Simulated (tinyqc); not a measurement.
Donor level screened by free carriers (Yukawa potential), step by step. Values are carried at full precision from step to step, so a last printed digit may differ when a step is redone from the rounded ones.

Screening wave number: Debye ks^2 = 4 pi q n/(eps kB T); Thomas-Fermi ks^2 = 6 pi q n/(eps EF) with EF = c (3 pi^2 n/gv)^(2/3)/m, c = hbar^2/2m0; the two are joined by 1/ks^2 = sqrt(1/ks_D^4 + 1/ks_TF^4). 1e18/cm^3 = 1e-6/angstrom^3, q = e^2/(4 pi eps0).

Constants: e^2/(4 pi eps0) = 14.39964547 eV angstrom; kB = 8.617333262e-05 eV/K; hbar^2/2m0 = 3.80998211 eV angstrom^2; Ry = 13.60569312 eV; a0 (Bohr radius) = 0.5291772105 angstrom.

Inputs chosen for the exercise (near those of a donor in InP, with one mean mass; shifted at random, so the results belong to these values and not to a real crystal):
- m = 0.082 m0 (mass)
- eps = 12.3 (dielectric constant)
- gv = 1 (valleys)
- T = 77 K (temperature)
- n = 0.03 x 1e18/cm^3 (free-carrier density)

## Units and screening length

Give Ry* = Ry m/eps^2, a* = a0 eps/m, EF, the three values of ks, and x = ks a*.

Ry* = 7.374 meV
a* = 79.38 angstrom
EF = 4.29 meV

ks: Debye, Thomas-Fermi, joined (1/angstrom): [0.00816, 0.01242, 0.00781]

x = 0.6203

EF/kB T = 0.65, so the Debye value, the smaller one, controls the screening.

## One-parameter trial function

Potential -(q/(eps r)) exp(-ks r), q = e^2/(4 pi eps0). In units Ry* = Ry m/eps^2 and a* = a0 eps/m the problem is [-Laplacian - 2 exp(-x r)/r] psi = E psi with x = ks a*.

For exp(-z r): E(z) = z^2 - 8 z^3/(2z + x)^2 in Ry*. Scan z = 0.5, 0.6, ..., 1.1, then minimise; first order gives -1 + 2x.

Scan (Ry*):
```
z    kinetic  potential        E
0.5   0.2500    -0.3809  -0.1309
0.6   0.3600    -0.5215  -0.1615
0.7   0.4900    -0.6723  -0.1823
0.8   0.6400    -0.8309  -0.1909
0.9   0.8100    -0.9956  -0.1856
1.0   1.0000    -1.1651  -0.1651
1.1   1.2100    -1.3387  -0.1287
```

best z = 0.813
E = -0.1910 Ry*
binding = 1.41 meV

First order in x would give 0.241 Ry*, a rigid shift by q ks/eps; it overstates the loss of binding by 0.432 Ry*.

## Converged levels

Converged values use 18 functions exp(-z r), z = 1.55^i, i = -11 to 6: S = 2/A^3, H = z_i z_j S - 2/(A + x)^2, A = z_i + z_j.

The 1s and 2s levels and the mean radius.

1s = -0.1971 Ry*
binding = 1.45 meV
<r> = 159.3 angstrom
second root = 0.0000 Ry*

The trial function misses by 0.0061 Ry*. Screening leaves 20 % of the bare binding, 0.22 kB T. 2s is no longer bound (it unbinds at x = 0.310).

## Checks

- 1s at x = 0.5 against the known -0.29623 Ry*: both -0.29623.
- 1s at x = 0 against -1: both -1.00000.

Run: tinyqc, `OMP_NUM_THREADS=1 python tinyqc.py 1280886 1280887 out.jsonl`; Intel(R) Xeon(R) Processor @ 2.30GHz, one thread, shared host; about 0.02 s of CPU time with all checks.
